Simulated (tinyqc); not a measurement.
## Ionisation ratio from the excess noise

Inverse problem. In the local model of an avalanche photodiode F = k M + (1 - k)(2 - 1/M), k the ratio of the ionisation coefficient of the other carrier to that of the injected one. Find k and F at twice the gain.

M = 8
excess noise factor F = 2.4691250

Answer. F is linear in k: k = (F - 2 + 1/M)/(M - 2 + 1/M).

k = 0.09700
F at 2 M = 3.302

Computed by the program tinyqc: `OMP_NUM_THREADS=1 python tinyqc.py 2120002 2120003 out.jsonl`, one thread of a shared Intel Xeon 2.30GHz, about 0.05 s for the whole run.
